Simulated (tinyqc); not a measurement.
Gaps against temperature: band gaps under pressure and temperature from deformation potentials.

Murnaghan: V/V0 = (1 + Bp P/B0)^(-1/Bp), B0 = (C11 + 2 C12)/3. Each gap moves by a ln(V/V0) with its volume potential a, and falls with temperature by aV T^2/(T + bV) (Varshni); the two effects are added. No change of phase is considered.

Constants: hc = 1239.841984 eV nm.

Inputs chosen for the exercise (near those of GaAs, the X and L potentials typical of such crystals; shifted at random, so the results belong to these values and not to a real crystal):
- Eg = 1.505 eV (gap at Gamma to the s-like level at 0 K, 0 GPa)
- EgX = 1.994 eV (gap to X at 0 K, 0 GPa)
- EgL = 1.809 eV (gap to L at 0 K, 0 GPa)
- C11 = 121.2 GPa
- C12 = 57.1 GPa
- Bp = 4.28 (pressure derivative of the bulk modulus)
- aG = -8.23 eV (volume potential of the Gamma gap)
- aX = 2.18 eV (volume potential of the X gap)
- aL = -2.89 eV (volume potential of the L gap)
- aV = (0.518, 0.457, 0.579) meV/K (Varshni alpha of Gamma, X, L)
- bV = (212, 219, 203) K (Varshni beta of Gamma, X, L)
- P = 5.8 GPa (pressure)

At the pressure P; wavelength hc/E of the lowest gap.

Gaps (eV):

| T (K) | Gamma | X | L | lowest | wavelength (nm) |
|---|---|---|---|---|---|
| 0 | 2.0336 | 1.8540 | 1.9946 | X | 668.7 |
| 50 | 2.0286 | 1.8497 | 1.9889 | X | 670.3 |
| 100 | 2.0170 | 1.8397 | 1.9755 | X | 673.9 |
| 200 | 1.9833 | 1.8104 | 1.9371 | X | 684.9 |
| 300 | 1.9425 | 1.7747 | 1.8910 | X | 698.6 |
| 400 | 1.8981 | 1.7359 | 1.8410 | X | 714.2 |
| 500 | 1.8517 | 1.6951 | 1.7887 | X | 731.4 |
| 600 | 1.8039 | 1.6531 | 1.7350 | X | 750.0 |

What can be read from this table?

From 0 to 100 K the Gamma gap falls by 16.6 meV, from 500 to 600 K by 47.8 meV: quadratic below bV, linear with a slope tending to aV = 0.518 meV/K above. X stays lowest. A pressure of 0.87 GPa, with the slope -aG/B0 at zero pressure, would undo the fall of the Gamma gap from 0 to 300 K.

Computed by tinyqc, a small Python program: `OMP_NUM_THREADS=1 python tinyqc.py 1051183 1051184 out.jsonl` (the numbers bound the seed that draws the inputs); one thread of a shared host (Intel(R) Xeon(R) Processor @ 2.30GHz), about 0.01 s for the whole set of steps.
